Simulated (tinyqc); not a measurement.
# Worked calculation: Schottky diode by thermionic emission with image-force lowering and series resistance

tinyqc, about 0.01 s, one thread, Intel Xeon 2.30GHz (shared host): `OMP_NUM_THREADS=1 python tinyqc.py 2640112 2640113 out.jsonl` Printed values are rounded.

Metal on an n-type semiconductor with one parabolic valley; V > 0 is forward bias (metal positive). I = I0 [exp(Vj/(n Vt)) - 1] with Vj = V - I Rs; I0 = S A* T^2 exp(-(phi - dphi)/Vt), the lowering dphi taken at zero bias.

Values chosen for this exercise; band and dielectric values close to those of gallium arsenide:
- T = 400 K (temperature)
- me = 0.0668 m0 (electron mass)
- eps_r = 12.9 (relative permittivity)
- phi = 0.66 eV (barrier height seen from the metal)
- Nd = 6e16 cm^-3 (donor density)
- S = 0.00051 cm^2 (area)
- n = 1.18 (ideality factor)
- Rs = 17 ohm (series resistance)
- V = 0.52 V (applied bias)

Constants: q = 1.602176634e-19 C, kB = 1.380649e-23 J/K, h = 6.62607015e-34 J s, m0 = 9.1093837015e-31 kg, Vt = kB T/q, eps0 = 8.8541878128e-14 F/cm where lengths are in cm. Results are converted to the units shown.

## Saturation current

A* = 4 pi q me m0 kB^2/h^3 (times 1e-4 for A/(cm^2 K^2)); Nc = 2 (2 pi me m0 kB T/h^2)^1.5 (times 1e-6 for cm^-3); xi = Vt ln(Nc/Nd), Vbi = phi - xi; surface field Em = sqrt(2 q Nd (Vbi - V - Vt)/(eps0 eps_r)); dphi = sqrt(q Em/(4 pi eps0 eps_r)). Here V = 0 in Em.

A* = 8.02757 A/(cm^2 K^2)
Nc = 6.67029e17 cm^-3
Vbi = 0.576981 V
Em = 95.5611 kV/cm
dphi = 32.6604 meV
I0 = 8.16852e-6 A

The lowering raises I0 by a factor of 2.58.

## Iteration 1: junction voltage

Vj at the start = 0.33 V

Fixed-point step: I = (V - Vj)/Rs, then Vj(new) = n Vt ln(1 + I/I0).

Vj after iteration 1 = 0.293747 V

## Iteration 2: junction voltage

As before.

Vj after iteration 2 = 0.300845 V

## Course of the iteration

Stop when Vj changes by less than 1e-10 V, or after 50 iterations.

Course of the iteration:

| iteration | Vj (V) | change (V) |
|---|---|---|
| 1 | 0.293747 | 0.0363 |
| 2 | 0.300845 | 7.10e-3 |
| 3 | 0.299549 | 1.30e-3 |
| 4 | 0.299789 | 2.40e-4 |
| 5 | 0.299745 | 4.42e-5 |
| 6 | 0.299753 | 8.16e-6 |
| 7 | 0.299751 | 1.51e-6 |
| 8 | 0.299751 | 2.78e-7 |
| 9 | 0.299751 | 5.13e-8 |
| 10 | 0.299751 | 9.47e-9 |
| 11 | 0.299751 | 1.75e-9 |
| 12 | 0.299751 | 3.22e-10 |
| 13 | 0.299751 | 5.95e-11 |

Converged in 13 iterations. The error shrinks by n Vt/(Rs (I + I0)) = 0.18 a step near the solution.

## Current and small-signal resistance

converged Vj = 0.299751 V

I = I0 [exp(Vj/(n Vt)) - 1], dV/dI = Rs + n Vt/(I + I0).

I = 12.9558 mA
drop over Rs = 0.220249 V
dV/dI = 20.1375 ohm
